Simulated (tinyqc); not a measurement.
Inside a calculation. Method: coherent transport through a tight-binding region between two chains. One step of it, computed by the program tinyqc.

Task: Transmission at E = -0.92 eV. Surface Green function g = (E - i sqrt(4 t^2 - E^2)) / (2 t^2); self-energy tc^2 g on each contact site; G = (E - H - Sigma)^(-1); Gamma = -2 Im Sigma; T = Gamma_L Gamma_R |G_LR|^2; local density of states -Im G_ii / pi.

H of the central region (eV):
```
[[0.000000, -0.500000, 0.000000, 0.000000],
 [-0.500000, 0.000000, -1.060000, 0.000000],
 [0.000000, -1.060000, 0.000000, -0.980000],
 [0.000000, 0.000000, -0.980000, 0.000000]]
```

Leads: semi-infinite chains with site energy 0:
```
parameter                           value
lead hopping t (eV)              1.700000
coupling to the left lead (eV)   0.450000
coupling to the right lead (eV)  0.710000
left contact site                       1
right contact site                      4
```

E = -0.920000 eV

Give: g; G; local density of states; transmission.

Result:

g = -0.159-0.566i 1/eV

G (1/eV):
```
[[-1.128-0.234i, -0.056-0.156i, 0.483-0.025i, 0.514+0.145i],
 [-0.056-0.156i, -0.136-0.265i, 0.852-0.156i, 0.947+0.140i],
 [0.483-0.025i, 0.852-0.156i, 0.512-0.123i, 0.579+0.053i],
 [0.514+0.145i, 0.947+0.140i, 0.579+0.053i, -0.480-0.102i]]
```

local density of states (1/eV): [0.074, 0.084, 0.039, 0.032]

transmission = 0.037
